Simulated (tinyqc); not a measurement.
Born-Mayer model of an ionic crystal AB: one step, computed by the program tinyqc.

Energies are per ion pair and r is the nearest distance of unlike ions.

Task: Terms of the lattice energy. Madelung constant M, unlike neighbours z1, like neighbours z2 at f r, volume per pair: rock salt 1.747565, 6, 12, sqrt2, 2 r^3; caesium chloride 1.762675, 8, 6, 2/sqrt3, 8 r^3/(3 sqrt3); zinc blende 1.638055, 4, 12, sqrt(8/3), 16 r^3/(3 sqrt3). U(r) = -M z^2 e^2/(4 pi eps_0 r) + z1 lambda exp(-r/rho).

Inputs (values chosen for the exercise, for a model salt): ionic charge z = 1; unlike repulsion lambda = 2720 eV; range rho = 0.304 angstrom.

Structure: zinc blende. Short range: nearest neighbours only.

equilibrium distance r0 = 2.867119 angstrom

Constants: e^2/(4 pi eps_0) = 14.39964548 eV angstrom.

Give: terms; lattice energy U.

Result:

terms (eV): Coulomb -8.2269, unlike repulsion 0.8723

lattice energy U = -7.3546 eV per pair

The short-range terms together cancel 10.6 % of the Coulomb energy, which is rho/r0 = 0.1060: U = -(M z^2 e^2/(4 pi eps_0 r0))(1 - rho/r0).
